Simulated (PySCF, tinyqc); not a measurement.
Inside a calculation. Method: CID on RHF in the sto-3g basis, for H4, spin multiplicity 1. The lowest restricted solution is unstable here: a spin-polarised one lies 0.1157 hartree lower (PySCF). One step of it, computed by the program tinyqc.

Question. CID: roots. Diagonalise (each vector has its largest component positive (the first on a tie)); all determinants have Ms = 0, so triplets appear too. The lowest singlet root is the correlation energy.

Occupation strings over the orbitals (2 doubly, a alpha, b beta, 0 empty; spin orbitals ordered 1a 1b 2a 2b ...): 2200 aabb 2020 abab 2002 abba baab 0220 baba 0202 bbaa

H - E(HF) between determinants (hartree):
```
           2200       aabb       2020       abab       2002       abba       baab       0220
2200   0.000000  -0.017033   0.109154  -0.107708   0.129316   0.124741   0.124741   0.120814
aabb  -0.017033   0.470040   0.107708  -0.109154  -0.124741  -0.129316  -0.120814  -0.124741
2020   0.109154   0.107708   0.479576   0.071901   0.192157  -0.179609  -0.179609   0.174576
abab  -0.107708  -0.109154   0.071901   0.586643   0.179609  -0.192157  -0.174576   0.179609
2002   0.129316  -0.124741   0.192157   0.179609   0.612736  -0.054868  -0.054868   0.000000
abba   0.124741  -0.129316  -0.179609  -0.192157  -0.054868   0.621336   0.000000  -0.054868
baab   0.124741  -0.120814  -0.179609  -0.174576  -0.054868   0.000000   0.621336  -0.054868
0220   0.120814  -0.124741   0.174576   0.179609   0.000000  -0.054868  -0.054868   0.630225
baba  -0.107708  -0.106284   0.071901   0.000000   0.179609  -0.174576  -0.192157   0.179609
0202   0.106284   0.107708   0.000000   0.071901   0.174576  -0.179609  -0.179609   0.192157
bbaa  -0.017033   0.000000   0.107708  -0.106284  -0.124741  -0.120814  -0.129316  -0.124741

           baba       0202       bbaa
2200  -0.107708   0.106284  -0.017033
aabb  -0.106284   0.107708   0.000000
2020   0.071901   0.000000   0.107708
abab   0.000000   0.071901  -0.106284
2002   0.179609   0.174576  -0.124741
abba  -0.174576  -0.179609  -0.120814
baab  -0.192157  -0.179609  -0.129316
0220   0.179609   0.192157  -0.124741
baba   0.586643   0.071901  -0.109154
0202   0.071901   0.697354   0.107708
bbaa  -0.109154   0.107708   0.470040
```

Give: lowest roots of this matrix, relative to E(HF); lowest vectors; <S^2> of these roots; weight of the ground state by excitation level 0, 1, 2, ....

Answer.

lowest roots of this matrix, relative to E(HF) (hartree): -0.1672  -0.0020  0.0045  0.4694  0.5537  0.5796  0.6227  0.6290

lowest vectors:
```
       root 1   root 2  root 3   root 4
2200   0.8912   0.0166  0.0000   0.0000
aabb   0.0064  -0.2842  0.4082   0.7055
2020  -0.1882   0.5132  0.0000   0.0000
abab   0.1561   0.1433  0.4082   0.0236
2002  -0.1632  -0.4381  0.0000   0.0000
abba  -0.1625   0.1409  0.4082   0.0422
baab  -0.1625   0.1409  0.4082  -0.0422
0220  -0.1512  -0.4213  0.0000   0.0000
baba   0.1561   0.1433  0.4082  -0.0236
0202  -0.1381   0.3531  0.0000   0.0000
bbaa   0.0064  -0.2842  0.4082  -0.7055
```

<S^2> of these roots: 0.0000  0.0000  6.0000  2.0000  0.0000  2.0000  0.0000  2.0000

weight of the ground state by excitation level 0, 1, 2, ...: 0.7943  0.0000  0.2057

The reference has a weight of only 0.79: one determinant is a poor start here.
